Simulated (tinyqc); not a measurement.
Phonon transmission through an interface between two chains by Green functions: one step, computed by the program tinyqc. Command: `OMP_NUM_THREADS=1 python tinyqc.py 3013158 3013159 out.jsonl agf walk`. One thread of a shared host (Intel(R) Xeon(R) Processor @ 2.30GHz), about 0.01 s of CPU time with the checks.

Two semi-infinite chains (masses m_1, m_2; springs k_1, k_2), motion along the chain. The central region holds the end atom of each chain and one interlayer atom of mass m_b, joined by springs k_b. lambda = omega^2 in eV/(angstrom^2 u); nu = 15.6333042 THz x sqrt(lambda).

Problem. Transmission at the probe frequency. A = lambda M - K - Sigma over the central atoms, with K_ii the sum of the springs at i, K_(i,i+1) = -k_b; G = inverse of A; transmission = Gamma_1 Gamma_2 |G_(first,last)|^2.

Atoms in the interlayer: one.

A (complex symmetric) (eV/angstrom^2):
```
                    end of 1   layer 1            end of 2
end of 1  1.493655+5.586238i  0.722000            0.000000
layer 1             0.722000  6.841171            0.722000
end of 2            0.000000  0.722000  7.751470+5.694206i
```

Gamma_1 = 11.17248 eV/angstrom^2

Gamma_2 = 11.38841 eV/angstrom^2

Give: G_(first,last); transmission.

Solution.

G_(first,last) = -0.0005258-0.0012796i angstrom^2/eV

transmission = 2.4350e-04
